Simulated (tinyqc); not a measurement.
Raising U: Hubbard chain of 4 sites, mean field against exact. Computed by the program tinyqc. 

one-body matrix (hopping and site energies) (eV):
```
         1        2        3        4
1   0.0000  -1.2900   0.0000   0.0000
2  -1.2900   0.0000  -1.2900   0.0000
3   0.0000  -1.2900   0.0000  -1.2900
4   0.0000   0.0000  -1.2900   0.0000
```

electrons, up and down: 2  2

Collinear unrestricted mean field (the lowest of 40 random starts) against exact diagonalisation.

Exact and mean-field results (eV):

| U | U/t | E exact | E mean field | mean \|n_up - n_down\| | double occupancy, exact | first gap in the sector |
|---|---|---|---|---|---|---|
| 0.6500 | 0.5039 | -5.153048 | -5.119055 | 0.0000 | 0.2239 | 1.4143 |
| 1.2900 | 1.0000 | -4.612222 | -4.479055 | 0.0000 | 0.1988 | 1.2625 |
| 2.5800 | 2.0000 | -3.709966 | -3.221179 | 0.3935 | 0.1521 | 1.0175 |
| 3.8700 | 3.0000 | -3.028180 | -2.376170 | 0.6966 | 0.1138 | 0.8345 |
| 5.1600 | 4.0000 | -2.519557 | -1.850274 | 0.8199 | 0.0849 | 0.6969 |
| 7.7400 | 6.0000 | -1.847197 | -1.265492 | 0.9177 | 0.0494 | 0.5129 |
| 10.3200 | 8.0000 | -1.441152 | -0.957270 | 0.9534 | 0.0312 | 0.4007 |
| 15.4800 | 12.0000 | -0.990808 | -0.641993 | 0.9792 | 0.0152 | 0.2758 |
| 25.8000 | 20.0000 | -0.604520 | -0.386353 | 0.9925 | 0.0057 | 0.1683 |

In absolute terms mean field is worst at U/t = 4.0, 0.669 eV too high: at small U it is nearly exact, and at large U it misses only exchange-scale energies. Its local moments set in at U/t = 2.0 of those listed, a broken symmetry that the exact state of a finite cluster with equal spins does not have. Relative to the exact energy its error is 0.7 % at the smallest U, 36 % at most and 36 % at the largest. The double occupancy falls from 0.224 to 0.006; at the largest U the first gap is 0.65 times the exchange scale 4t^2/U.
